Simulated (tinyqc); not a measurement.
Raman line shape of confined optical phonons and breathing modes of small crystals: one step, computed by the program tinyqc. Command: `OMP_NUM_THREADS=1 python tinyqc.py 3010705 3010706 out.jsonl confine walk`. One thread of a shared host (Intel(R) Xeon(R) Processor @ 2.30GHz), about 0.02 s of CPU time with the checks.

Confinement in 3 direction(s) lets phonons with q away from zero scatter light. q is in units of 2 pi/a, from 0 to 1, and the branch is isotropic: omega(q)^2 = (omega_0^2 + omega_X^2)/2 + ((omega_0^2 - omega_X^2)/2) cos(pi q). The model and its constant beta are phenomenological; beta = 8 is the common choice.

Question. Breathing mode of the free sphere. Lamb: with s = omega R/v_L, R = L/2, the lowest radial mode solves tan(s)/s = 1/(1 - s^2 v_L^2/(4 v_T^2)), s between pi/2 and pi; wavenumber = s v_L/(2 pi c R).

Inputs (values chosen for the exercise, modelled on silicon): size L = 4 nm; longitudinal velocity = 8850 m/s; transverse velocity = 5450 m/s.

Shape: sphere.

Constants: c = 299792458 m/s.

Give: root s; breathing frequency; breathing wavenumber.

Answer.

root s = 2.4495

breathing frequency = 1725.1 GHz

breathing wavenumber = 57.543 1/cm
